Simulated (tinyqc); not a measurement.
Gamma, L and X subbands of a thin body with non-parabolic valleys: sweeps and comparisons. A value that a table varies takes the place of the one given here.

Hard walls, flat band, c = hbar^2/2m0, energies from the bulk Gamma edge. For a valley at angle theta to the normal 1/m_z = cos^2/ml + sin^2/mt and m_d = sqrt(ml mt^2/m_z). Subband n starts at E_v + e with e (1 + a e) = c (n pi/t)^2/m_z, and its density-of-states mass is taken as m_d (1 + 2 a e), without further growth at higher in-plane energy. Groups are named by valley and degeneracy.

n_i = g m/(2 pi c) kB T ln(1 + exp((EF - E_i)/kB T)), sum n_i = Ns (1e12/cm^2 = 1e-4/angstrom^2), c = hbar^2/2m0. Quantum capacitance Cq = 1602.176634 sum g m/(2 pi c) f_i in microfarad/cm^2 with f_i = 1/(1 + exp((E_i - EF)/kB T)); Cox = 34.5313/eot (one gate); C/Cox = Cq/(Cq + Cox), the centroid term left out.

Constants: hbar^2/2m0 = 3.80998211 eV angstrom^2; kB = 8.617333262e-05 eV/K.

Inputs chosen for the exercise (near those of a thin GaAs channel; the results hold for these values, not for the real material):
```
symbol  value                          unit         meaning
face    110                                         surface
mG      0.0667                         m0           Gamma mass
aG      0.58                           1/eV         Gamma non-parabolicity
EL      0.293                          eV           L edge above Gamma
mL      (1.842, 0.073)                 m0           L valleys (four, along <111>): ml, mt
EX      0.446                          eV           X edge above Gamma
mX      (1.298, 0.231)                 m0           X valleys (three, along <100>): ml, mt
aS      0.39                           1/eV         non-parabolicity of L and X
Ns      7.3                            x 1e12/cm^2  sheet density
T       300                            K            temperature
eot     11                             angstrom     equivalent oxide thickness
ts      (20, 26, 34, 45, 60, 85, 130)  angstrom     thicknesses
t       34                             angstrom     body thickness
Nl      (0.5, 1, 2, 4, 7, 11, 16)      x 1e12/cm^2  sheet densities
```

## Thinning the body

Lowest edge of each valley type, the lowest group, the Gamma share and C/Cox, with n = 1 to 8 of all groups.

Results:
```
t (angstrom)  Gamma (eV)  L (eV)  X (eV)  lowest  Gamma share (%)  C/Cox
20                 0.919   0.694   0.667      X2              0.0  0.920
26                 0.615   0.543   0.581      L2              1.3  0.916
34                 0.397   0.444   0.526      G1             32.0  0.898
45                 0.244   0.381   0.493      G1             62.4  0.859
60                 0.144   0.343   0.472      G1             77.0  0.820
85                 0.075   0.318   0.459      G1             88.0  0.803
130                0.033   0.304   0.452      G1             97.8  0.776
```

How do the results move?

From 130 down to 20 angstrom Gamma rises by 0.89 eV, L by 0.39 and X by 0.22 eV, the light Gamma mass moving most. The lowest group changes from G1 to L2 between 34 and 26 angstrom. The lowest group changes from L2 to X2 between 26 and 20 angstrom. The Gamma share goes from 98 % to 0 %. C/Cox is 0.78 and 0.92 at the ends and lies between 0.78 and 0.92. Hard walls overstate the rise in the thinnest rows.

## Raising the sheet density

Fixed thickness, n = 1 to 8 of all groups; the gate overdrive above the lowest edge is (EF - E_lowest)/e + 0.1602177 Ns/Cox in volts.

Results:
```
Ns (1e12/cm^2)  EF - lowest (eV)  Gamma share (%)     Cq  C/Cox  overdrive (V)
0.5                       -0.033             51.2   2.89  0.479         -0.008
1.0                       -0.014             48.8   5.47  0.635          0.037
2.0                        0.008             44.7  10.02  0.761          0.110
4.0                        0.031             38.5  17.70  0.849          0.235
7.0                        0.053             32.5  26.92  0.896          0.410
11.0                       0.073             27.5  36.56  0.921          0.634
16.0                       0.092             23.6  46.75  0.937          0.909
```

What does this show, and why?

The lowest subband is G1 n=1. At the highest density band filling takes 0.092 V of the 0.909 V overdrive. Cq grows from 2.9 to 46.8 microfarad/cm^2, helped by heavier valleys that begin to fill: the Gamma share falls from 51 % to 24 %.

## What each parameter does

n = 1 to 8 of all groups. Each row changes one parameter from the base and keeps the others.

Results:
```
case                   lowest edge (eV)  EF (eV)  Gamma share (%)  C/Cox
base                              0.397    0.451             32.0  0.898
t = 28 angstrom                   0.511    0.521              5.2  0.914
mG = 0.0767 m0                    0.352    0.438             53.5  0.882
aG = 0.41 1/eV                    0.417    0.456             22.7  0.902
EL = 0.243 eV                     0.394    0.414             15.6  0.897
Ns = 10.9 x 1e12/cm^2             0.397    0.469             27.6  0.920
eot = 9 angstrom                  0.397    0.451             32.0  0.878
T = 250 K                         0.397    0.456             34.1  0.904
```

How do the results move?

The largest shifts from the base row, up to three for each result and ties (the steps differ in size, so this ranks the rows, not the parameters). lowest edge (eV): t +0.114, mG -0.044, aG +0.020; unchanged at the printed digits by Ns, eot and T. EF (eV): t +0.070, EL -0.037, Ns +0.018; unchanged at the printed digits by eot. Gamma share (%): t -26.8, mG +21.5, EL -16.5; unchanged at the printed digits by eot. C/Cox: Ns +0.022, eot -0.020, mG -0.016.

Run: tinyqc, `OMP_NUM_THREADS=1 python tinyqc.py 1280267 1280268 out.jsonl`; Intel(R) Xeon(R) Processor @ 2.30GHz, one thread, shared host; about 0.06 s of CPU time with all checks.
